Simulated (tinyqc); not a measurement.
Inside a calculation. Model: stacked nanosheet transistor, parasitic resistance, capacitance and delay.

Numbers from tinyqc (`OMP_NUM_THREADS=1 python tinyqc.py 2170067 2170068 out.jsonl`; about 0.06 s on one thread of a shared Intel Xeon 2.30GHz). Printed values are rounded.

Ns sheets share one contact on top; each has perimeter p = 2 (Ws + ts) and cross-section A = Ws ts; contact width Wc = Ws + 10 nm, stack height Hs = Ns pv. Sheet 1 is the top one. Contact length Lc = CPP - Lg - 2 Lsp, shared by two neighbouring gates. Source and drain sides are equal. The formulas are first-order estimates, not field solutions.

Values chosen for this exercise; values close to those of silicon logic devices:

| symbol | value | unit | meaning |
|---|---|---|---|
| T | 300 | K | temperature |
| Ns | 3 |  | number of sheets |
| Ws | 12 | nm | sheet width |
| ts | 6 | nm | sheet thickness |
| pv | 16 | nm | vertical pitch of the sheets |
| rv | 133 | ohm | vertical resistance between sheet levels |
| CPP | 70 | nm | contacted gate pitch |
| Lg | 18 | nm | gate length |
| Lsp | 7 | nm | spacer length |
| ks | 3.3 |  | relative permittivity of the spacer |
| Hc | 25 | nm | gate height above the channel stack |
| rc | 3.2e-9 | ohm cm^2 | contact resistivity |
| re | 0.00051 | ohm cm | resistivity of the source-drain epitaxy |
| te | 25 | nm | current-carrying depth of the epitaxy |
| rx | 0.00088 | ohm cm | resistivity of the extension |
| Lov | 0.5 | nm | gate overlap |
| Cinv | 2.4 | uF/cm^2 | inversion capacitance |
| vx | 1.3e7 | cm/s | injection velocity |
| mu | 170 | cm^2/(V s) | apparent mobility |
| VT | 0.28 | V | threshold at zero drain voltage |
| dl | 0.057 | V/V | barrier lowering |
| n | 1.13 |  | subthreshold factor |
| Cw | 0.36 | fF | wire load |
| Vdd | 0.65 | V | supply voltage |

Constants: q = 1.602176634e-19 C, kB = 1.380649e-23 J/K, eps0 = 8.8541878128e-12 F/m, Vt = kB T/q. Results are converted to the units shown.

## Geometry and resistances

Epitaxy sheet resistance Rsh = re/te, transfer length LT = sqrt(rc/Rsh), contact Rc = [sqrt(rc Rsh)/Wc] coth(Lc/(2 LT)); extension of one sheet Rx = rx Lsp/A. Effective width N p; for equal currents and rv = 0 one side has Rc + Rx/N.

Lc = 38 nm
effective width = 108 nm
Rsh = 204 ohm
LT = 39.6059 nm
Rc = 823.396 ohm
Rx = 855.556 ohm
one side times effective width = 119.727 ohm um

Lc/2 is 0.48 transfer lengths, and Rc is 7.6 % above the area limit rc/(Wc Lc/2). The contact makes up 74.3 % of one side.

## Capacitances

With N sheets: gate Cg = Cinv p N Lg; per side, plate Cp = ks eps0 [Wc (Hs + Hc) - N A]/Lsp, top fringe Cf = (2/pi) ks eps0 Wc ln(1 + Lg/(2 Lsp)), overlap Co = Cinv p N Lov. Cs = Cp + Cf + Co. An inverter of two such devices driving an equal one has the load CL = 2 (Cg + 2 Cs) + 4 Cs + Cw (its own drains counted twice for the Miller effect).

Cg = 46.6560 aF
Cp = 5.80202 aF
Cf = 0.338300 aF
Co = 1.296 aF
CL = 512.803 aF

The channel capacitance gives 18.2 % of CL, the parasitic parts 11.6 % and the wire 70.2 %.

## Iteration 1: sheet currents at Vgs = Vdd, Vds = Vdd/2

I at the start (uA): sheet 1 0, sheet 2 0, sheet 3 0

One sheet: I = p Q vx u/(1 + |u|^1.8)^(1/1.8), Q = Cinv n Vt ln(1 + exp((Vg' - VT + dl Vd')/(n Vt))), u = Vd' mu/(vx Lg), Vg' = Vgs - v, Vd' = Vds - 2 v, with the drop on each side v_j = Rc sum I + rv (sum over levels k = 2..j of the current of sheets k..Ns) + Rx I_j. I(new) = I + 0.5 (I(out) - I).

drop v (mV): sheet 1 0, sheet 2 0, sheet 3 0
I(out) (uA): sheet 1 39.2000, sheet 2 39.2000, sheet 3 39.2000
I after iteration 1 (uA): sheet 1 19.6000, sheet 2 19.6000, sheet 3 19.6000

## Iteration 2: sheet currents at Vgs = Vdd, Vds = Vdd/2

As before.

drop v (mV): sheet 1 65.1845, sheet 2 70.3981, sheet 3 73.0049
I(out) (uA): sheet 1 27.9552, sheet 2 26.9022, sheet 3 26.3627
I after iteration 2 (uA): sheet 1 23.7776, sheet 2 23.2511, sheet 3 22.9813

## Course of the iteration: sheet currents at Vgs = Vdd, Vds = Vdd/2

Stop when the largest change of I is below 1e-6 uA, or after 80 iterations.

Course of the iteration:
```
iteration	total I (uA)	largest |change| of one entry (uA)
1	58.8000	19.6
2	70.0100	4.18
3	71.3868	0.764
4	71.5405	0.188
5	71.5622	0.0625
6	71.5670	0.0234
7	71.5685	9.09e-3
8	71.5690	3.56e-3
9	71.5693	1.39e-3
10	71.5693	5.47e-4
11	71.5694	2.15e-4
12	71.5694	8.43e-5
13	71.5694	3.31e-5
14	71.5694	1.30e-5
15	71.5694	5.10e-6
16	71.5694	2.00e-6
17	71.5694	7.87e-7
```

Converged in 17 iterations. At the end each change is about 0.39 times the one before: linear convergence. The bottom sheet carries 92.9 % of the current of the top one.

## Effective current, delay and energy

IH = I(Vdd, Vdd/2) = 71.5694 uA
IL = I(Vdd/2, Vdd), solved likewise = 19.5618 uA

Ieff = (IH + IL)/2, delay CL Vdd/(2 Ieff), energy CL Vdd^2, with CL the load of an inverter that drives an equal one.

Ieff = 45.5656 uA
delay = 3.65760 ps
energy = 216.659 aJ

Without any series resistance Ieff would be 72.5 uA, so the resistances cost 37.1 %.
